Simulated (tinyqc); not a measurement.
Inputs raised by 10 %, one at a time: electroplating on a thin resistive seed layer: kinetics, Wagner number and the terminal effect across a wafer. Computed by tinyqc, a small Python program. Command: `OMP_NUM_THREADS=1 python tinyqc.py 3121596 3121597 out.jsonl terminal sens`. One thread of a shared host (Intel(R) Xeon(R) Processor @ 2.30GHz), about 0.1 s of CPU time with the checks.

Current enters the seed at the rim. The bath is treated as a local resistance per area (no lateral flow in the liquid), two electrons per ion, molar volume 7.11 cm^3/mol, Faraday constant F = e N_A, kinematic viscosity 0.01 cm^2/s, omega = 2 pi x rpm/60; k_B T/e is in volts.

Inputs (values chosen for the exercise, of the order of those for copper plating on a thin cobalt or ruthenium seed):
```
quantity,value,unit
wafer radius R,10,cm
seed thickness t,24,nm
seed resistivity,24,microohm cm
bath conductivity kappa,0.15,S/cm
gap to the anode h,2.9,cm
extra resistance of a porous plate,0,ohm cm^2
exchange current density i_0,1.5,mA/cm^2
cathodic transfer coefficient alpha,0.45,-
mean current density,40,mA/cm^2
diffusivity of the metal ion,5.1e-06,cm^2/s
metal ion concentration,0.89,mol/L
rotation rate,100,rpm
temperature T,298,K
```

Constants: e = 1.602176634e-19 C; N_A = 6.02214076e+23 1/mol; k_B = 8.617333262e-05 eV/K.

Method:
- Growth rate = i V_m/(2 F). Levich limit i_L = 0.62 x 2 F D^(2/3) omega^(1/2) nu^(-1/6) c. Tafel overpotential eta = (k_B T/(alpha e)) ln(i/i_0); kinetic resistance k_B T/(alpha e i); bath resistance h/kappa + plate; R_s = resistivity/t; Wagner number = kinetic resistance x kappa/R.
- Linearised: with R_t = kinetic + bath resistance the current density obeys (1/r)(r i')' = i R_s/R_t, so i = A I_0(r/l), l = sqrt(R_t/R_s); with x = R/l, edge/centre = I_0(x) and edge/mean = x I_0(x)/(2 I_1(x)).
- Voltage drop in the seed for a uniform current: i R_s R^2/4.

Runs:
```
input moved,from,to,"edge over centre, linear",length l (cm),drop for uniform current (mV),Wagner number
base run,-,-,159.6,1.441,10000,0.02140
seed thickness t (nm),24,26.4,118.4,1.511,9091,0.02140
cathodic transfer coefficient alpha,0.45,0.495,162.8,1.436,10000,0.01945
mean current density (mA/cm^2),40,44,162.8,1.436,11000,0.01945
exchange current density i_0 (mA/cm^2),1.5,1.65,159.6,1.441,10000,0.02140
```

Exponents ln(y'/y) / ln(x'/x):
```
input,"edge over centre, linear",length l,drop for uniform current,Wagner number
seed thickness t,-3.128,0.500,-1,0
cathodic transfer coefficient alpha,0.211,-0.033,0,-1
mean current density,0.211,-0.033,1,-1
exchange current density i_0,0.000,0.000,0,0
```

Among the inputs moved here: edge over centre, linear answers most in size to seed thickness t (exponent -3.128), next to cathodic transfer coefficient alpha (+0.211); its exponent is below 0.0005 for exchange current density i_0. Length l answers most in size to seed thickness t (exponent +0.500), next to cathodic transfer coefficient alpha (-0.033); its exponent is below 0.0005 for exchange current density i_0. Its exponent +0.500 in seed thickness t: l = sqrt(R_t/R_s). Drop for uniform current answers most in size to seed thickness t (exponent -1.000), and about equally to mean current density (+1.000); its exponent is below 0.0005 for cathodic transfer coefficient alpha, exchange current density i_0. Wagner number answers most in size to cathodic transfer coefficient alpha (exponent -1.000), and about equally to mean current density (-1.000); its exponent is below 0.0005 for seed thickness t, exchange current density i_0.
